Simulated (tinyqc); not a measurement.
From results back to parameters: two-band k.p model of the Delta valleys near the X point under shear strain. Two cases, with inputs chosen for the exercise.

Problem. Under a shear strain exy (|eta| < 1) the valley on the [001] axis has ml(eta) = ml/(1 - eta^2), 1/m[110] = 1/mt + eta/Mp and 1/m[1-10] = 1/mt - eta/Mp with Mp > 0, eta = D exy/Delta, Delta = 2 c k0^2/ml, k0 = kx0 2 pi/a, c = hbar^2/2m0.

Constants: hbar^2/2m0 = 3.80998211 eV angstrom^2.

Case 1.

Values chosen (near those of Si; shifted at random, so the results belong to these values and not to a real crystal):
- a = 5.435 angstrom (lattice constant)
- ml = 0.943 m0 (longitudinal mass)
- kx0 = 0.145 2 pi/a (distance of the minimum from X)
- exy = -0.0035 (shear strain)

m[110], m[1-10], ml(eta) (m0): 0.23304019  0.16325035  0.99186973

Case 2.

Values chosen (near those of Si; shifted at random, so the results belong to these values and not to a real crystal):
- a = 5.432 angstrom (lattice constant)
- ml = 0.89 m0 (longitudinal mass)
- kx0 = 0.152 2 pi/a (distance of the minimum from X)
- exy = 0.0098 (shear strain)

m[110], m[1-10], ml(eta) (m0): 0.13893823  0.32690773  1.17497211

Find: mt; eta; Mp; D.

Solution. The mean of the two inverse transverse masses is 1/mt; eta^2 = 1 - ml/ml(eta), with the sign of 1/m[110] - 1/m[1-10] = 2 eta/Mp, which then gives Mp; D = eta Delta/exy.

Case 1.

mt = 0.192 m0
eta = -0.2220
Mp = 0.242 m0
D = 14.4 eV

Case 2.

mt = 0.195 m0
eta = 0.4925
Mp = 0.238 m0
D = 13.3 eV

Computed by tinyqc, one run a case: `OMP_NUM_THREADS=1 python tinyqc.py N N+1 out.jsonl` with N = 1080579, 1080645; one thread of a shared Intel(R) Xeon(R) Processor @ 2.30GHz, about 0.01 s a run at most.
